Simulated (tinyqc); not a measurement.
From a target to a composition: virtual-crystal alloy in the empirical-pseudopotential method. Two cases, with inputs chosen for the exercise.

Problem. The gap from the valence top to the fifth band at L = (1/2,1/2,1/2) is given; it is monotonic in x. Find x.

Empirical pseudopotential on the fcc lattice, atoms at +/- tau, tau = a (1,1,1)/8, no spin-orbit coupling. H(G,G') = c (2 pi/a)^2 |k + G|^2 delta + VS(q) cos(q.tau) + i VA(q) sin(q.tau), q = G - G', c = hbar^2/2m0; k and G in units of 2 pi/a; VS at |q|^2 = 3, 8, 11 and VA at 3, 4, 11, in rydberg, zero elsewhere. At each k the basis holds all G with |k + G|^2 up to 16; energies are counted from the fourth level at Gamma.

Virtual crystal A(1-x)B(x): a = (1 - x) a_A + x a_B. Rule linear: V = (1 - x) V_A + x V_B. Rule volume: V = [(1 - x) a_A^3 V_A + x a_B^3 V_B]/a^3, since a form factor is an atomic potential divided by the cell volume.

Constants: hbar^2/2m0 = 3.80998211 eV angstrom^2; Ry = 13.60569312 eV.

Case 1.

Values chosen (classic local form factors of the size used for GaP (A) and InP (B), which place X and L only to a few tenths of an eV; not measured data):
- a = (5.432, 5.867) angstrom (lattice constants of A, B)
- VSA = (-0.223, 0.031, 0.069) Ry (symmetric form factors of A)
- VAA = (0.117, 0.07, 0.02) Ry (antisymmetric form factors of A)
- VSB = (-0.224, 0.009, 0.061) Ry (symmetric form factors of B)
- VAB = (0.07, 0.051, 0.01) Ry (antisymmetric form factors of B)
- rule = linear (mixing rule)

gap to L = 2.11063 eV

Case 2.

Values chosen (classic local form factors of the size used for Si (A) and Ge (B), which place X and L only to a few tenths of an eV; not measured data):
- a = (5.429, 5.661) angstrom (lattice constants of A, B)
- VSA = (-0.205, 0.039, 0.08) Ry (symmetric form factors of A)
- VAA = (0, 0, 0) Ry (antisymmetric form factors of A)
- VSB = (-0.224, 0.01, 0.061) Ry (symmetric form factors of B)
- VAB = (0, 0, 0) Ry (antisymmetric form factors of B)
- rule = linear (mixing rule)

gap to L = 1.35371 eV

Find: x; a.

Solution.

Case 1.

x = 0.75
a = 5.758 angstrom

Bisect on x between the ends, where the gap to L is 2.549 and 1.933 eV; a straight line between them would give x = 0.71.

Case 2.

x = 0.50
a = 5.545 angstrom

Bisect on x between the ends, where the gap to L is 1.755 and 0.913 eV; a straight line between them would give x = 0.48.

Computed by tinyqc, one run a case: `OMP_NUM_THREADS=1 python tinyqc.py N N+1 out.jsonl` with N = 1051369, 1051421; one thread of a shared Intel(R) Xeon(R) Processor @ 2.30GHz, about 0.3 s a run at most.
